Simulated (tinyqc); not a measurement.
Electroplating on a thin resistive seed layer: kinetics, Wagner number and the terminal effect across a wafer: one step, computed by the program tinyqc.

Current enters the seed at the rim. The bath is treated as a local resistance per area (no lateral flow in the liquid), two electrons per ion, molar volume 7.11 cm^3/mol, Faraday constant F = e N_A, kinematic viscosity 0.01 cm^2/s, omega = 2 pi x rpm/60; k_B T/e is in volts.

Question. Rate, limit and resistances. Growth rate = i V_m/(2 F). Levich limit i_L = 0.62 x 2 F D^(2/3) omega^(1/2) nu^(-1/6) c. Tafel overpotential eta = (k_B T/(alpha e)) ln(i/i_0); kinetic resistance k_B T/(alpha e i); bath resistance h/kappa + plate; R_s = resistivity/t; Wagner number = kinetic resistance x kappa/R.

Inputs (values chosen for the exercise, of the order of those for copper plating from an acid sulfate bath):
```
quantity                               value         unit
wafer radius R                            10           cm
seed thickness t                          18           nm
seed resistivity                         6.7  microohm cm
bath conductivity kappa                0.038         S/cm
gap to the anode h                        10           cm
extra resistance of a porous plate       180     ohm cm^2
exchange current density i_0           0.048      mA/cm^2
cathodic transfer coefficient alpha     0.46            -
mean current density                      28      mA/cm^2
diffusivity of the metal ion         5.8e-06       cm^2/s
metal ion concentration                 0.49        mol/L
rotation rate                            100          rpm
temperature T                            298            K
```

Constants: e = 1.602176634e-19 C; N_A = 6.02214076e+23 1/mol; k_B = 8.617333262e-05 eV/K.

Give: growth rate; limiting current i_L; overpotential; kinetic resistance; bath resistance R_b; sheet resistance R_s; Wagner number.

Answer.

growth rate = 619.0 nm/min

limiting current i_L = 131.9 mA/cm^2

overpotential = 355.5 mV

kinetic resistance = 1.994 ohm cm^2

bath resistance R_b = 443.2 ohm cm^2

sheet resistance R_s = 3.722 ohm/square

Wagner number = 0.007576
